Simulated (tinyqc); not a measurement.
Changing the frequency f: Hall factor, magnetoresistance and optical conductivity for a power-law relaxation time. Computed by tinyqc, a small Python program. Command: `OMP_NUM_THREADS=1 python tinyqc.py 3024304 3024305 out.jsonl magneto sweep`. One thread of a shared host (Intel(R) Xeon(R) Processor @ 2.30GHz), about 0.01 s of CPU time with the checks.

One spherical parabolic band, tau(E) = tau_0 x^s with x = E/(k_B T). Landau quantisation is left out.

Inputs (values chosen for the exercise, with a mass close to that of holes in silicon):
```
quantity,value,unit
effective mass m,0.4,m_0
exponent s,1,-
tau_0,770,fs
reduced Fermi level eta,-5,-
temperature T,100,K
background permittivity eps_inf,7.71,-
```

Constants: m_0 = 9.1093837015e-31 kg; k_B = 1.380649e-23 J/K; hbar = 1.054571817e-34 J s; e = 1.602176634e-19 C; eps_0 = 8.8541878128e-12 F/m; c = 299792458 m/s.

Method:
- <y> = int y x^(3/2) f (1 - f) dx / int x^(3/2) f (1 - f) dx, f = 1/(1 + exp(x - eta)).
- Integrals over x = E/(k_B T) use 160 Gauss-Legendre points in u = sqrt(x) from 0 to sqrt(max(eta, 0) + 45).
- n = (2 m k_B T)^(3/2)/(3 pi^2 hbar^3) int x^(3/2) f (1 - f) dx; moments in units of tau_0.
- sigma(w) = (n e^2/m) <tau/(1 - i w tau)>, w = 2 pi f; eps = eps_inf + i sigma/(eps_0 w); N = sqrt(eps); absorption coefficient 2 w Im N/c; reflectivity |(N - 1)/(N + 1)|^2; plasma frequency sqrt(n e^2/(eps_inf eps_0 m))/(2 pi).

One run for each value:
```
frequency f (THz),absorption coefficient (1/cm),reflectivity
0.0057,1.044e+02,0.9554
0.012,1.561e+02,0.9387
0.026,2.357e+02,0.9175
0.055,3.305e+02,0.8930
0.12,4.101e+02,0.8570
0.25,4.011e+02,0.7640
0.53,8.611e+01,0.0685
1.1,1.407e+01,0.1872
2.4,2.921e+00,0.2144
5.1,6.534e-01,0.2198
```

What does the table show, and why?

Over the rows, absorption coefficient (1/cm) goes from 104 through a maximum among these rows, 410 at 0.120, to 0.653; reflectivity goes from 0.955 through a minimum among these rows, 0.0685 at 0.530, to 0.220. At the high end the exponent of absorption coefficient is -1.99, close to -2: free-carrier absorption, proportional to the wavelength squared. At the low end the exponent of absorption coefficient is 0.54, close to 0.50: the skin-effect range.

Caution (rows 2.40, 5.10): the photon energy exceeds the typical carrier energy, so the classical sigma(w) is only a rough guide to the absorption.

Extremes, crossings and ranges named in words are read from the listed rows.
